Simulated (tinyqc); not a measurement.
# Off-state leakage of single and stacked transistors: effects of single changes

n-channel devices of unit width. Subthreshold current I(Vg, Vs, Vd) = I0 (T/300 K)^0.5 exp[(Vg - Vs - VT(T) - gb (Vs - Vb) + dd (Vd - Vs))/(nf Vt)] (1 - exp(-(Vd - Vs)/Vt)), VT(T) = VT - cT (T - 300 K). Gate-edge tunnelling Ig (Vd/1 V) exp(ag (Vd - 1 V)), for a gate at 0 V, and band-to-band leakage Ab u exp(-Bb/u), u = Vd - Vb + 1 V, flow at a drain held at V; both are taken as independent of T. In a stack of off transistors (all gates at 0 V) the same subthreshold current passes through each.

Values chosen for this exercise; values of the order met in bulk silicon logic transistors: temperature T = 330 K; supply voltage V = 1.2 V; threshold at 300 K, zero drain and body bias VT = 0.36 V; fall of the threshold with temperature cT = 0.6 mV/K; current at threshold at 300 K I0 = 0.87 uA/um; slope factor nf = 1.19; drain-induced lowering per volt dd = 0.16; rise of the threshold per volt of source-body bias gb = 0.1; gate-edge tunnelling current at 1 V Ig = 0.0003 uA/um; exponential slope of the gate current ag = 3.9 1/V; prefactor of band-to-band leakage at the drain Ab = 2 uA/(um V); its exponential voltage Bb = 21 V; body voltage Vb = -0.6 V.

Constants: q = 1.602176634e-19 C, kB = 1.380649e-23 J/K, Vt = kB T/q. Results are converted to the units shown.

Each table varies one quantity; the others keep the values above.

## Subthreshold current against the height of the stack

All n gates at 0 V, bottom source at 0 V, top drain at V; node voltages follow from equal currents.

Subthreshold current against the height of the stack:
columns A: n; B: I (nA/um); C: reduction factor; D: drain voltage of the bottom device (mV); E: source voltage of the top device (mV); F: voltage across the top device (V)
```
A          B       C       D       E       F
1     1.8414  1.0000  1200.0       0  1.2000
2   0.011896  154.79  135.42  135.42  1.0646
3  0.0046044  399.92  28.703  160.91  1.0391
4  0.0028046  656.57  15.138  174.22  1.0258
5  0.0020074  917.29  10.239  183.21  1.0168
6  0.0015604  1180.1  7.7235  189.97  1.0100
```

The second transistor cuts the current by a factor of 155, the third by a further 2.58 and the sixth by 1.29. The top device keeps 84.2 % of the supply at n = 6, while the drain voltage of the bottom one falls to 0.272 Vt.

## Leakage components against the body voltage

Same model as above.

One transistor with Vg = Vs = 0, Vd = V; stack factor I(one)/I(two in series).

The same in every row: gate edge (nA/um) = 0.7853; stack factor = 154.8.

Leakage components against the body voltage:
```
Vb (V)  subthreshold (nA/um)  band-to-band (nA/um)  total (nA/um)  largest part
0.2                    19.58                0.1101          20.48  subthreshold
0                      10.84                0.3147          11.94  subthreshold
-0.2                   6.005                0.7606          7.551  subthreshold
-0.4                   3.325                 1.615          5.726  subthreshold
-0.6                   1.841                 3.097          5.724  band-to-band
-0.8                   1.020                 5.471          7.276  band-to-band
-1                    0.5647                 9.039          10.39  band-to-band
-1.2                  0.3127                 14.13          15.23  band-to-band
-1.4                  0.1732                 21.08          22.04  band-to-band
```

As Vb goes from 0.2 to -1.4, the total leakage goes from 20.5 through a minimum of 5.72 (at Vb = -0.6 among the rows listed) to 22.0 nA/um. The subthreshold part leads at Vb = 0.2, the band-to-band part from -0.6 on. The exact minimum lies at Vb = -0.499 V: reverse body bias lowers the subthreshold part by a decade every nf Vt ln 10/gb = 0.779 V but raises the band-to-band part. The reduction by a stack of two stays at 155, for the subthreshold part alone. For Vb = 0.2 the body is forward biased; the junction current, left out, is still small at this voltage.

Computed by the program tinyqc: `OMP_NUM_THREADS=1 python tinyqc.py 2242263 2242264 out.jsonl`, one thread of a shared Intel Xeon 2.30GHz, about 0.03 s for the whole run.
